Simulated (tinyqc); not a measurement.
Domain walls in a thin film with perpendicular anisotropy: Bloch, Neel and chiral walls, motion and stripe domains: one step, computed by the program tinyqc.

One-dimensional wall: polar angle theta(x), azimuth phi of the moment in the wall (phi = 0 Neel, 90 degrees Bloch). mu_0 = 1.25663706212e-6 T m/A, gamma = 1.76085963023e11 rad/(s T).

Task: Bloch or Neel. sigma(phi) = sigma_0 + 2 Delta K_D cos^2(phi) - pi D cos(phi), with the wall shape anisotropy K_D = N_x mu_0 M_s^2/2, N_x = t ln 2/(pi Delta). The minimum has cos(phi) = D/D_N for D < D_N = 4 Delta K_D/pi and phi = 0 beyond; sigma turns negative at D_c = (sigma_0 + 2 Delta K_D)/pi.

Inputs (values chosen for the exercise, for a model film): saturation magnetisation M_s = 755 kA/m; DMI constant D = 0.045 mJ/m^2; thickness t = 3 nm.

width parameter Delta = 8.201911 nm

sigma_0 = 7.803060 mJ/m^2

Give: K_D; D_N; azimuth phi; wall energy sigma; D_c.

Result:

K_D = 28.90 kJ/m^3

D_N = 0.3018 mJ/m^2

azimuth phi = 81.43 degrees

wall energy sigma = 7.793 mJ/m^2

D_c = 2.635 mJ/m^2

A mixed wall, between Bloch and Neel. D is 0.02 of D_c.
